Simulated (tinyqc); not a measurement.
# Worked calculation: small-signal admittance of a forward-biased p+-n diode

Computed by the program tinyqc: `OMP_NUM_THREADS=1 python tinyqc.py 2890160 2890161 out.jsonl`, one thread of a shared Intel Xeon 2.30GHz, about 0.01 s for the whole run. Printed values are rounded.

Holes injected into a neutral base of width wb with an ohmic contact at its end; low injection, p0 far above the equilibrium density. A small voltage v exp(i w t), w = 2 pi f, modulates the edge density by p0 v/Vt, and the small-signal density obeys Dp d2p/dx2 = (1/tau + i w) p.

Parameters, values chosen for the exercise; permittivity close to that of 4H silicon carbide: temperature T = 300 K; relative permittivity eps_r = 9.7; donor density of the base Nd = 1e15 cm^-3; hole diffusion coefficient Dp = 2.8 cm^2/s; hole lifetime tau = 2e-8 s; width of the neutral base wb = 0.9 um; excess hole density at the junction edge p0 = 7.4e11 cm^-3; acceptor density of the p+ side Na = 1e19 cm^-3; signal frequency f = 2.2e7 Hz.

Constants: q = 1.602176634e-19 C, kB = 1.380649e-23 J/K, Vt = kB T/q, eps0 = 8.8541878128e-14 F/cm where lengths are in cm. Results are converted to the units shown.

## Closed-form admittance

L = sqrt(Dp tau); direct current J = (q Dp p0/L) coth(wb/L); k = sqrt(1 + i w tau)/L; diffusion admittance Y = (q Dp p0/Vt) k coth(k wb) = G + i w C_diff; junction capacitance C_j = sqrt(q eps0 eps_r Nd/(2 Vr)) in the depletion approximation, with the remaining barrier Vr = Vt ln(Na/p0), a rough value under forward bias; base-width modulation is left out.

L = 2.366432 um
J = 0.003864717 A/cm^2
k wb = 0.5337971+0.3745617i
Y = 0.1499798+0.0186408i S/cm^2
C_diff = 1.348531e-4 uF/cm^2
C_j = 0.01273143 uF/cm^2

G is 1.00 times its low-frequency value J/Vt, and C_diff is 0.0106 times C_j.

## The same by finite differences

8 equal intervals, h = wb/8; u = small-signal density over its edge value, u_0 = 1, u_8 = 0; u_(i-1) + b u_i + u_(i+1) = 0 with b = -2 - h^2 (1/tau + i w)/Dp; Y = (q Dp p0/(Vt h)) (-b/2 - u_1), which includes the half box at the edge.

b = -2.002260-0.006248i
u, node 1 to 7: [0.8696953-0.0133433i, 0.7414395-0.0212827i, 0.6149923-0.0246377i, 0.4900891-0.0242058i, 0.3664446-0.0207665i, 0.2437581-0.0150845i, 0.1217168-0.0079135i]
Y on the mesh = 0.1500250+0.0187965i S/cm^2

Against the closed form the real part is 0.030 % above it and the imaginary part 0.84 % above it; |k h| = 0.082.
